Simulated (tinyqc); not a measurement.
Disorder broadening of a semi-elliptic band in the self-consistent Born approximation: one step of the calculation.

The local Green function is G = g0(z - Sigma) with z = E + i eta and g0(z) = (z - sqrt(z - 2t) sqrt(z + 2t))/(2 t^2), principal roots; the self-energy is Sigma = D G. The density of states is -Im G/pi.

Problem. Born step. G = g0(z - Sigma), Sigma(out) = D G, Sigma(new) = Sigma + mix (Sigma(out) - Sigma).

Inputs (values chosen for the exercise): hopping t = 1 eV; variance of the random site energy D = 0.23 eV^2; bare broadening eta = 0.001 eV; energy from the band centre E = 1.075 eV; mixing mix = 0.3.

Sigma after iteration 2 = 0.060516649-0.097693870i eV

Wanted: G; Sigma(out); Sigma after iteration 3.

Solution.

G = 0.4783-0.8144i 1/eV
Sigma(out) = 0.1100-0.1873i eV
Sigma after iteration 3 = 0.0754-0.1246i eV

Range of the model: The self-consistent Born approximation misses band tails from rare fluctuations and localisation.

Computed by the program tinyqc: `OMP_NUM_THREADS=1 python tinyqc.py 2720024 2720025 out.jsonl`, one thread of a shared Intel Xeon 2.30GHz, about 0.01 s for the whole run.
